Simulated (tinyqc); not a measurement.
# Square on-chip spiral inductor, lumped pi model: what changes with what

Outer diameter do = di + 2 n wd + 2 (n - 1) sp, mean da = (do + di)/2, fill p = (do - di)/(do + di), length l = 4 n da. L = 2.34 mu0 n^2 da/(1 + 2.75 p), mu0 = 4 pi 1e-7 H/m. Rs = rho l/(wd delta (1 - exp(-th/delta))), delta = sqrt(rho/(pi f mu0)). Cs = n wd^2 eps0 eo/hu across the coil. At each end Cox = l wd eps0 eo/(2 ho) leads to the substrate branch Rsi = 2 rs he/(l wd) in parallel with Csi = l wd eps0 11.7/(2 he). With one end grounded Y = 1/(Rs + i w L) + i w Cs + 1/[1/(i w Cox) + 1/(1/Rsi + i w Csi)], w = 2 pi f; Q = -Im Y/Re Y. Eddy currents in neighbouring turns and in the substrate are left out.

Parameters, values chosen for the exercise; values of the order met in silicon radio-frequency processes:
```
symbol  value     unit                                     meaning
n         1.5                                      number of turns
wd         20       um                                  line width
sp        1.5       um                         space between turns
di        100       um                              inner diameter
th          2       um                             metal thickness
rho         3  uohm cm                           metal resistivity
ho          7       um                        oxide below the coil
hu        0.6       um            oxide between coil and underpass
eo        3.9                   relative permittivity of the oxide
rs        100   ohm cm                       substrate resistivity
he         30       um  effective spreading depth in the substrate
f         3.3      GHz                                   frequency
```

Constants: eps0 = 8.8541878128e-12 F/m. Results are converted to the units shown.

Each table varies one quantity; the others keep the values above.

## Quality factor against frequency

Apparent inductance Im(1/Y)/w; share of the loss Re(substrate branch)/Re Y.

Quality factor against frequency:
```
f (GHz)  Rs (ohm)  w L/Rs      Q  apparent inductance (nH)  loss in the substrate (%)
0.51       0.7539   2.233  2.232                    0.5254                    0.01608
0.84       0.8055   3.442  3.437                    0.5257                    0.05971
1.4        0.8766   5.271  5.249                    0.5264                     0.1893
2.2        0.9607   7.559  7.484                    0.5280                     0.4646
3.7         1.091   11.19  10.89                    0.5329                      1.196
6           1.258   15.74  14.73                    0.5458                      2.724
9.8         1.490   21.71  18.35                    0.5838                      5.963
16          1.807   29.23  18.76                    0.7169                      12.25
26          2.232   38.45  8.641                     1.778                      22.99
```

What does the comparison show?

Q goes from 2.23 through a maximum of 18.8 (at f = 16 GHz among the rows listed) to 8.64; the exact peak is 19.3 at 13.3 GHz and Q reaches zero at the self-resonance, 30.9 GHz. The share of the substrate rises from 0.0161 to 23.0 %, and the apparent inductance ends at 3.38 times L. At the peak the substrate takes 9.37 % of the loss.

## Effect of the line width

Same model as above.

Peak Q and its frequency from a search over f; self-resonance where Im Y = 0; Q at the given f (negative beyond resonance).

Result of one run:
```
wd (um)  L (nH)  do (um)  peak Q  f of the peak (GHz)  self-resonance (GHz)  Q at f
25       0.5195    176.5   19.86                10.93                 25.49   11.64
```

What becomes of these results when the line width wd is changed from 25 to 13 um, all else the same?

Result of the changed run:
```
wd (um)  L (nH)  do (um)  peak Q  f of the peak (GHz)  self-resonance (GHz)  Q at f
13       0.5438    140.5   17.72                18.85                 43.93   7.448
```

The whole series:
```
wd (um)  L (nH)  do (um)  peak Q  f of the peak (GHz)  self-resonance (GHz)  Q at f
2        0.6244    107.5   7.621                69.57                 158.4   1.539
4        0.6017    113.5   11.25                44.65                 102.7   2.881
6        0.5836    119.5   13.60                33.71                 78.02   4.071
9        0.5628    128.5   15.89                25.04                 58.23   5.643
13       0.5438    140.5   17.72                18.85                 43.93   7.448
18       0.5291    155.5   19.00                14.48                 33.75   9.374
25       0.5195    176.5   19.86                10.93                 25.49   11.64
```

As wd goes from 2 to 25, L falls from 0.624 to 0.519 nH, the peak Q rises from 7.62 to 19.9, its frequency falls from 69.6 to 10.9 GHz and the self-resonance falls from 158 to 25.5 GHz.

tinyqc, about 0.01 s, one thread, Intel Xeon 2.30GHz (shared host): `OMP_NUM_THREADS=1 python tinyqc.py 2302162 2302163 out.jsonl`
